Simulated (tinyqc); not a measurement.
Thermoelectric coefficients of one resonant level, Landauer integrals: one step of the calculation.

Transmission X(x) = (g/2)^2/[(x - y)^2 + (g/2)^2] with x = (E - EF)/kB T, two spin channels. I_k = int X x^k w dx over all x, w = 1/(4 cosh^2(x/2)).

Problem. Coefficients. G = (2 q^2/h) I_0, S = -(kB/q) I_1/I_0, L/L0 = [I_2/I_0 - (I_1/I_0)^2]/(pi^2/3), K_e = (2 kB^2 T/h)(I_2 - I_1^2/I_0), ZT = G S^2 T/(K_e + K_ph), K_ph = kp pi^2 kB^2 T/(3 h).

Inputs (values chosen for the exercise): temperature T = 300 K; phonon heat conductance in units of pi^2 kB^2 T/(3 h) kp = 0.29.

Constants: q = 1.602176634e-19 C, kB = 1.380649e-23 J/K, h = 6.62607015e-34 J s. Results are converted to the units shown.

converged I_0, I_1, I_2: 0.43566982  0.39324156  1.5018526

Wanted: G; S; L/L0; K_e; ZT; ZT without phonons.

Solution.

G = 33.76 uS
S = -77.78 uV/K
L/L0 = 0.8002
K_e = 198.0 pW/K
ZT = 0.2186
ZT without phonons = 0.3095

The level lies above EF, so S is negative (electron-like). A level of zero width would give -(kB/q) y = -267 uV/K; S is 0.29 times that in size.

Computed by the program tinyqc: `OMP_NUM_THREADS=1 python tinyqc.py 2800040 2800041 out.jsonl`, one thread of a shared Intel Xeon 2.30GHz, about 0.02 s for the whole run.
